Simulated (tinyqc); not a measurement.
What moves the results: BHZ model on a square lattice (one spin block). A value that a table varies takes the place of the one given here.

h(k) = e0 + d.s with s the Pauli matrices in the basis (E, H), k in units of 1/a: dx = (A/a) sin kx, dy = (A/a) sin ky, dz = M - (2B/a^2)(2 - cos kx - cos ky), e0 = -(2D/a^2)(2 - cos kx - cos ky). The other spin block is h*(-k). For small k this is the continuum model with dz = M - B k^2.

Ribbon along x with N rows: cos ky and sin ky become hoppings between rows, block (A/a) sy/(2i) + (B/a^2) sz + D/a^2 from row n to n + 1, and the rows end at hard walls; width (N + 1) a.

Values chosen for the exercise (of the size used for thin Bi2Se3 films; not measured data): A = 2.31 eV angstrom; B = -16.5 eV angstrom^2; D = -5.1 eV angstrom^2; M = -0.1053 eV (mass term); a = 8 angstrom (grid spacing); k = (-0.45, 0.2) 1/a (wave vector).

## Gap of the edge states against width

penetration = 13.59 angstrom
E at kx = 0 = 32.5473 meV

The two middle levels of the ribbon at kx = 0. The continuum edge state has E = -D M/B and penetration 1/Re(l1), l1 = F - sqrt(F^2 - M/B), F = |A|/(2 sqrt(B^2 - D^2)).

Edge levels:
```
N,width (nm),lower (meV),upper (meV),gap (meV)
6,5.6,22.000,46.840,24.8398
10,8.8,31.787,33.361,1.5739
14,12.0,32.520,32.575,0.0543
20,16.8,32.547,32.548,0.0010
28,23.2,32.547,32.547,0.0000
40,32.8,32.547,32.547,0.0000
56,45.6,32.547,32.547,0.0000
```

What does this show, and why?

The two edges of one spin block overlap and open a gap, 24.84 meV at 6 nm and 0.0000 meV at 46 nm, against a bulk gap 2|M| = 210.6 meV at Gamma and a penetration of 1.4 nm. Here A^2/(4 (B^2 - D^2)) < M/B, so in the continuum model the tails oscillate and the gap can do so too; these few widths fall steadily and may miss dips that lie between them. The mean of the pair in the widest ribbon is 32.547 meV, against 32.547 for the continuum edge.

## Through the transition

M is varied. Direct gap at Gamma 2|M|; smallest direct gap on kx = 0 to 1 in steps of 0.01; nu = 1 for M/B > 0, else 0; middle gap of a ribbon of 40 rows at kx = 0 (block (A/a) sy/(2i) + (B/a^2) sz + D/a^2 between rows, hard walls).

Against M (meV):
```
M,2|M|,smallest direct gap,nu,ribbon gap
-40,80.0,80.00,1,0.386
-25,50.0,50.00,1,2.724
-15,30.0,30.00,1,7.610
-8,16.0,16.00,1,13.582
-3,6.0,6.00,1,19.183
3,6.0,6.00,0,27.151
8,16.0,16.00,0,34.604
15,30.0,30.00,0,45.930
30,60.0,60.00,0,72.326
```

What does this show, and why?

With B < 0, negative M is inverted. There edge states cross the bulk gap: the ribbon gap is 2.724 against 50.0 meV at M = -25 meV, and 19.183 against 6.0 at -3 meV, where the edge states overlap across the whole ribbon and confinement rules, while for positive M confinement raises it above 2|M| (45.93 against 30 meV at M = 15 meV). The smallest direct gap stays at Gamma on all rows.

## What each parameter does

Levels at k and dz there. Each row changes one parameter from the base and keeps the others.

Results:
```
case,lower (meV),upper (meV),dz (meV)
base,-125.781,163.867,-43.690
A = 2.541 eV angstrom,-139.000,177.087,-43.690
B = -18.15 eV angstrom^2,-124.043,162.129,-37.529
D = -4.08 eV angstrom^2,-129.590,160.059,-43.690
M = -0.1003 eV,-124.352,162.438,-38.690
a = 10 angstrom,-116.423,140.798,-65.870
```

How do the results move?

The largest shifts from the base row, up to three for each result and ties (the steps differ in size, so this ranks the rows, not the parameters). lower (meV): A -13.219, a +9.359, D -3.809. upper (meV): a -23.070, A +13.219, D -3.809. dz (meV): a -22.180, B +6.161, M +5.000; unchanged at the printed digits by A and D. D shifts both levels alike and leaves the states, so it cannot change the topology while the gap stays open.

Run: tinyqc, `OMP_NUM_THREADS=1 python tinyqc.py 1480494 1480495 out.jsonl`; Intel(R) Xeon(R) Processor @ 2.30GHz, one thread, shared host; about 0.1 s of CPU time with all checks.
